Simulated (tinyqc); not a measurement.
Competing polymorphs of an oxide film: bulk, surface, grain-boundary, dopant and field terms: one step, computed by the program tinyqc. Command: `OMP_NUM_THREADS=1 python tinyqc.py 3000274 3000275 out.jsonl polymorph walk`. One thread of a shared host (Intel(R) Xeon(R) Processor @ 2.30GHz), about 0.01 s of CPU time with the checks.

Phases: monoclinic m (reference), polar orthorhombic o, tetragonal t. Free energies per formula unit (f.u.); 1 J/m^2 x angstrom^3/nm = 6.241509 meV.

Question. Phase shares in a spread of grain sizes. With G = b + gamma Omega A (b the bulk free energy per formula unit, A the area per volume), two phases i, j cross at A_ij = (b_j - b_i)/(Omega (gamma_i - gamma_j)); o has a window only if A_mo < A_ot. Grain radii are log-normal by volume with median R and width sigma; the share with A above A* is that with radius below R*, R* = f_b/(A* - 2/h) (all grains if A* <= 2/h), share = (1/2) erfc[-ln(R*/R)/(sqrt 2 sigma)]. Effective permittivity of a layer of thickness h built of such grains, taken in parallel: sum of share x eps; EOT = interlayer + 3.9 h/eps.

Inputs (values chosen for the exercise, for a model oxide):
```
quantity                                   value        unit
surface energy of m                         2.72       J/m^2
surface energy of o                         2.24       J/m^2
surface energy of t                         1.88       J/m^2
grain-boundary energy over surface energy   0.76           -
volume per formula unit Omega               34.9  angstrom^3
film thickness h                              15          nm
grain radius R                                15          nm
temperature T                                300           K
width sigma of ln R                         0.48           -
interlayer thickness (SiO2)                  0.6          nm
```

Geometry: columnar grains in a film.

permittivities of m, o, t: 21  30  44

b (meV/f.u.): m 0.00, o 25.03, t 67.85

Give: volume shares; share of o; effective permittivity; equivalent oxide thickness.

Answer.

volume shares: m 0.9381, o 0.0619, t 0.0000

share of o = 0.06190

effective permittivity = 21.56

equivalent oxide thickness = 3.314 nm

The spread of sizes mixes the phases: 6 % of the volume is not in the majority phase.
